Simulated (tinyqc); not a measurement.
Gate voltage for a given inversion charge.

Inverse problem. p-type body, charge-sheet picture, depletion and inversion only, full ionisation (an idealisation for deep acceptors), Boltzmann statistics (rough once Na exp(x - xn) passes about Nc/7). In units of Vt: xg = (Vg - Vfb)/Vt, x = psi/Vt, G = gamma/sqrt(Vt), xn = (2 phiF + Vc)/Vt. The implicit equation is (xg - x)^2 = G^2 [x - 1 + exp(x - xn)] for x above about 3. Cox = eps0 eox/tox. ni = sqrt(Nc Nv) exp(-Eg/(2 Vt)), Eg in volts; phiF = Vt ln(Na/ni); gamma = sqrt(2 q eps0 eps_r Na)/Cox. N_inv = (Cox Vt G/q) [sqrt(x - 1 + exp(x - xn)) - sqrt(x - 1)]. Find x - xn, psi and Vg.

Parameters, values chosen for the exercise; band and dielectric values those of a made-up semiconductor:
```
symbol    value   unit                                                                 meaning
T           250      K                                                             temperature
Eg         1.38     eV                                                                band gap
eps_r      13.5                                                          relative permittivity
Nc       1.9e19  cm^-3                                  conduction-band density of states at T
Nv      2.47e19  cm^-3                                     valence-band density of states at T
eox        8.77         relative permittivity of the gate insulator (close to aluminium oxide)
tox         3.8     nm                                                     insulator thickness
Na       1.1e17  cm^-3                                                        acceptor density
Vfb       -0.62      V                                                       flat-band voltage
Vc            0      V                                                    channel-body voltage
```

Constants: q = 1.602176634e-19 C, kB = 1.380649e-23 J/K, Vt = kB T/q, eps0 = 8.8541878128e-14 F/cm where lengths are in cm. Results are converted to the units shown.

N_inv = 4e10 cm^-2

Solution. N_inv rises steadily with x, so it fixes x; the implicit equation then gives xg directly.

x - xn = 1.151
psi = 1.177 V
Vg = 0.6683 V

tinyqc, about 0.01 s, one thread, Intel Xeon 2.30GHz (shared host): `OMP_NUM_THREADS=1 python tinyqc.py 2122204 2122205 out.jsonl`
